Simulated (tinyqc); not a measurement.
# Thin-film transistor with exponential tail and deep states, accumulation layer: several studies

An undoped film in accumulation, thicker than the space-charge layer. With band bending psi the Fermi level lies E0 - psi below the band edge. Free electrons n = n0 exp(psi/Vt) carry the current; electrons in two exponential distributions of traps, a = a0 exp(psi/Va) and d = d0 exp(psi/Vp), do not. Linear regime, ohmic contacts, traps in equilibrium.

Values chosen for this exercise; values close to those of amorphous indium gallium zinc oxide: temperature T = 250 K; relative permittivity of the semiconductor eps_r = 10; density of extended states Nc = 5.2e18 cm^-3; band mobility mb = 16 cm^2/(V s); total density of tail states Nt = 4.6e18 cm^-3; characteristic temperature of the tail Tt = 350 K; total density of deep states Nd = 9.4e16 cm^-3; characteristic temperature of the deep states Td = 1760 K; bulk Fermi level below the band edge E0 = 0.61 eV; gate capacitance Ci = 17 nF/cm^2; ratio W/L WL = 2; drain voltage Vd = 0.05 V; gate voltage above flat band Vg = 13 V.

Constants: q = 1.602176634e-19 C, kB = 1.380649e-23 J/K, Vt = kB T/q, eps0 = 8.8541878128e-14 F/cm where lengths are in cm. Results are converted to the units shown.

Each table varies one quantity; the others keep the values above.

## Effect of the gate capacitance

Va = kB Tt/q, Vp = kB Td/q; n0 = Nc exp(-E0/Vt), a0 = Nt th(T/Tt) exp(-E0/Va), d0 = Nd th(T/Td) exp(-E0/Vp), th(x) = pi x/sin(pi x). G(psi) = sum over the three kinds of c0 [V (exp(psi/V) - 1) - psi], field F = sqrt(2 q G/(eps0 eps_r)); Vg = psi + eps0 eps_r F/Ci at the surface. Total charge Q = Ci (Vg - psi_s); free charge Qf = q times the integral of n0 (exp(psi/Vt) - 1)/F over psi from 0 to psi_s; I = (W/L) mb Qf Vd; effective mobility mb Qf/Q.

Result of one run:
```
Ci (nF/cm^2)	E0 - psi_s (eV)	Q (nC/cm^2)	free share (%)	effective mobility (cm^2/(V s))	I (nA)
13	0.05134	161.7	8.097	1.295	20.95
```

What becomes of these results when the gate capacitance Ci is changed from 13 to 3.4 nF/cm^2, all else the same?

Result of the changed run:
```
Ci (nF/cm^2)	E0 - psi_s (eV)	Q (nC/cm^2)	free share (%)	effective mobility (cm^2/(V s))	I (nA)
3.4	0.1573	42.66	0.6957	0.1113	0.4748
```

The whole series:
```
Ci (nF/cm^2)	E0 - psi_s (eV)	Q (nC/cm^2)	free share (%)	effective mobility (cm^2/(V s))	I (nA)
3.4	0.1573	42.66	0.6957	0.1113	0.4748
5.3	0.1140	66.27	2.318	0.3709	2.458
8.4	0.07968	104.7	4.907	0.7851	8.223
13	0.05134	161.7	8.097	1.295	20.95
21	0.02253	260.7	12.42	1.986	51.78
```

As Ci goes from 3.4 to 21 nF/cm^2, the free share rises from 0.696 to 12.4 %, the distance of the Fermi level from the edge falls from 0.157 to 0.0225 eV and the current rises from 0.475 to 51.8 nA. At Ci = 21 nF/cm^2 the surface Fermi level is within 2 Vt of the band edge, where the exponential forms fail. For Ci = 5.3 to 21 nF/cm^2 the th form, which assumes a Fermi level far below the edge, overcounts the filled tail at the surface by more than 15 %.

## Transfer curve

Same model as above.

The last column is d ln I/d ln Vg.

Transfer curve:
```
Vg (V)	E0 - psi_s (eV)	Q (nC/cm^2)	free share (%)	effective mobility (cm^2/(V s))	I (nA)	exponent
0.52	0.4729	6.510	1.397e-5	2.235e-6	1.455e-6	4.423
0.85	0.4013	10.90	1.279e-4	2.046e-5	2.231e-5	6.765
1.4	0.3031	18.58	0.004022	6.434e-4	0.001196	9.036
2.3	0.1971	32.08	0.1867	0.02987	0.09582	7.477
3.7	0.1309	54.76	1.498	0.2397	1.313	3.983
6	0.08791	93.12	4.164	0.6662	6.204	2.664
9.8	0.05314	157.1	7.863	1.258	19.77	2.130
16	0.02222	262.0	12.47	1.995	52.26	1.863
```

What does the comparison show?

The current rises from 1.45e-6 to 52.3 nA and the free share rises from 1.40e-5 to 12.5 %; the exponent goes from 4.42 through a maximum of 9.04 (at Vg = 1.4 V among the rows listed) to 1.86. If one kind of trap held all the charge, I would go as Q^(2 Tx/T - 1): 13.1 for the deep states, 1.80 for the tail and 1 for free electrons alone. At Vg = 16 V the surface Fermi level is within 2 Vt of the band edge, where the exponential forms fail. For Vg = 3.7 to 16 V the th form, which assumes a Fermi level far below the edge, overcounts the filled tail at the surface by more than 15 %.

## Effect of the total density of deep states

Same model as above.

Results:
```
Nd (cm^-3)	E0 - psi_s (eV)	Q (nC/cm^2)	free share (%)	effective mobility (cm^2/(V s))	I (nA)
9.4e15	0.03325	211.2	11.99	1.919	40.52
2.3e16	0.03353	211.2	11.69	1.870	39.49
5.5e16	0.03419	211.2	11.06	1.770	37.39
3.2e17	0.04002	211.3	7.535	1.206	25.47
7.8e17	0.05197	211.5	3.910	0.6256	13.23
1.9e18	0.09234	212.2	0.5424	0.08679	1.842
```

Estimate the missing row, Nd = 1.3e17 cm^-3.

Computed row:
```
Nd (cm^-3)	E0 - psi_s (eV)	Q (nC/cm^2)	free share (%)	effective mobility (cm^2/(V s))	I (nA)
1.3e17	0.03577	211.2	9.858	1.577	33.32
```

With this row back in the table: As Nd goes from 9.4e15 to 1.9e18 cm^-3, the free share falls from 12.0 to 0.542 %, the distance of the Fermi level from the edge rises from 0.0333 to 0.0923 eV and the current falls from 40.5 to 1.84 nA. Q varies by only 0.48 %: the gate sets the charge, the traps decide how much of it moves. For Nd = 9.4e15 to 3.2e17 cm^-3 the surface Fermi level is within 2 Vt of the band edge, where the exponential forms fail. In every row the th form, which assumes a Fermi level far below the edge, overcounts the filled tail at the surface by more than 15 %.

Computed by the program tinyqc: `OMP_NUM_THREADS=1 python tinyqc.py 2610068 2610069 out.jsonl`, one thread of a shared Intel Xeon 2.30GHz, about 0.02 s for the whole run.
